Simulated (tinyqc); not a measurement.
## Permittivity of the insulator from five potentials

Problem. A node lies on a semiconductor-insulator interface. Steps: hs = tb/2 down into the semiconductor, ho = tox/2 up into the insulator, hy = L/6 sideways. The flux balance of its box reads eox (hy/ho)(above - node) + eps_r (hy/hs)(below - node) + [(eps_r hs + eox ho)/(2 hy)](left + right - 2 node) - q Na (hs/2) hy/eps0 = 0. Find eox.

Values chosen for this exercise; semiconductor permittivity close to that of silicon: relative permittivity of the semiconductor eps_r = 11.7; body thickness tb = 4 nm; insulator thickness tox = 3.2 nm; channel length L = 42 nm; acceptor density of the depleted body Na = 0 cm^-3.

Constants: q = 1.602176634e-19 C, eps0 = 8.8541878128e-14 F/cm where lengths are in cm. Results are converted to the units shown.

psi (V): node 0.12382480, above 0.10775695, below 0.13294773, left 0.19942738, right 0.10898486

Solution. The balance is linear in eox.

eox = 7.50

Program tinyqc, `OMP_NUM_THREADS=1 python tinyqc.py 2480016 2480017 out.jsonl`; Intel Xeon 2.30GHz, shared host, one thread, about 0.1 s.
